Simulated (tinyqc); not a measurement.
Small-signal admittance of a forward-biased p+-n diode: two steps of the calculation.

Holes injected into a neutral base of width wb with an ohmic contact at its end; low injection, p0 far above the equilibrium density. A small voltage v exp(i w t), w = 2 pi f, modulates the edge density by p0 v/Vt, and the small-signal density obeys Dp d2p/dx2 = (1/tau + i w) p.

Parameters, values chosen for the exercise; permittivity close to that of 4H silicon carbide: temperature T = 300 K; relative permittivity eps_r = 9.7; donor density of the base Nd = 1.5e17 cm^-3; hole diffusion coefficient Dp = 2.4 cm^2/s; hole lifetime tau = 4e-8 s; width of the neutral base wb = 7.1 um; excess hole density at the junction edge p0 = 9.8e13 cm^-3; acceptor density of the p+ side Na = 1e19 cm^-3; signal frequency f = 3.5e6 Hz.

Constants: q = 1.602176634e-19 C, kB = 1.380649e-23 J/K, Vt = kB T/q, eps0 = 8.8541878128e-14 F/cm where lengths are in cm. Results are converted to the units shown.

Problem 1. Closed-form admittance. L = sqrt(Dp tau); direct current J = (q Dp p0/L) coth(wb/L); k = sqrt(1 + i w tau)/L; diffusion admittance Y = (q Dp p0/Vt) k coth(k wb) = G + i w C_diff; junction capacitance C_j = sqrt(q eps0 eps_r Nd/(2 Vr)) in the depletion approximation, with the remaining barrier Vr = Vt ln(Na/p0), a rough value under forward bias; base-width modulation is left out.

Give: L; J; k wb; Y; C_diff; C_j.

Solution 1.

L = 3.098 um
J = 0.1241 A/cm^2
k wb = 2.474+0.933i
Y = 5.084+1.840i S/cm^2
C_diff = 0.08365 uF/cm^2
C_j = 0.1860 uF/cm^2

G is 1.06 times its low-frequency value J/Vt, and C_diff is 0.450 times C_j.

Problem 2. The same by finite differences. 7 equal intervals, h = wb/7; u = small-signal density over its edge value, u_0 = 1, u_7 = 0; u_(i-1) + b u_i + u_(i+1) = 0 with b = -2 - h^2 (1/tau + i w)/Dp; Y = (q Dp p0/(Vt h)) (-b/2 - u_1), which includes the half box at the edge.

Find: b; u; Y on the mesh.

Solution 2.

b = -2.1072-0.0943i
u, node 1 to 6: 0.69640-0.08663i  0.47560-0.11689i  0.31678-0.11484i  0.20273-0.09525i  0.11939-0.06674i  0.05513-0.03414i
Y on the mesh = 5.1331+1.9223i S/cm^2

tinyqc, about 0.01 s, one thread, Intel Xeon 2.30GHz (shared host): `OMP_NUM_THREADS=1 python tinyqc.py 2890198 2890199 out.jsonl`
